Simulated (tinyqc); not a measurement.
Effective-mass impurity with a central-cell term, in a basis of Slater functions: one step, computed by the program tinyqc.

The envelope obeys H = -nabla^2 - (2/r) [Z + A exp(-kappa r)] in effective units, with kappa = a*/lambda; positive A deepens the well near the core.

Task: Generalised eigenproblem. (T + V + W) c = E S c with c^T S c = 1 and the largest component positive.

Impurity: acceptor, one isotropic band.

kinetic T (Ry*):
```
           1          2          3          4          5
1     0.1764  0.3203907  0.3637514  0.3078057  0.2241178
2  0.3203907   1.016064   1.845451   2.095208   1.772961
3  0.3637514   1.845451   5.852529   10.62979   12.06840
4  0.3078057   2.095208   10.62979   33.71056   61.22762
5  0.2241178   1.772961   12.06840   61.22762   194.1729
```

Coulomb V (Ry*):
```
            1          2          3           4           5
1       -0.84  -1.080683  -1.016435  -0.7858851  -0.5496973
2   -1.080683     -2.016  -2.593639   -2.439444   -1.886124
3   -1.016435  -2.593639    -4.8384   -6.224734   -5.854666
4  -0.7858851  -2.439444  -6.224734   -11.61216   -14.93936
5  -0.5496973  -1.886124  -5.854666   -14.93936   -27.86918
```

central cell W (Ry*):
```
             1            2           3           4           5
1  -0.01690700  -0.05813183  -0.1812367  -0.4661640  -0.8794908
2  -0.05813183   -0.2004656  -0.6288985   -1.636237   -3.138047
3   -0.1812367   -0.6288985   -1.999401   -5.332421   -10.60448
4   -0.4661640    -1.636237   -5.332421   -14.91212   -31.88928
5   -0.8794908    -3.138047   -10.60448   -31.88928   -76.91184
```

overlap S:
```
          1         2         3         4         5
1  1.000000  0.756781  0.358000  0.126225  0.038294
2  0.756781  1.000000  0.756781  0.358000  0.126225
3  0.358000  0.756781  1.000000  0.756781  0.358000
4  0.126225  0.358000  0.756781  1.000000  0.756781
5  0.038294  0.126225  0.358000  0.756781  1.000000
```

Give: two lowest levels; coefficients of the lowest state; <T>; <W>.

Result:

two lowest levels (Ry*): -1.57  -0.31

coefficients of the lowest state: -0.110  0.723  0.376  0.040  0.032

<T> = 3.50 Ry*

<W> = -1.53 Ry*
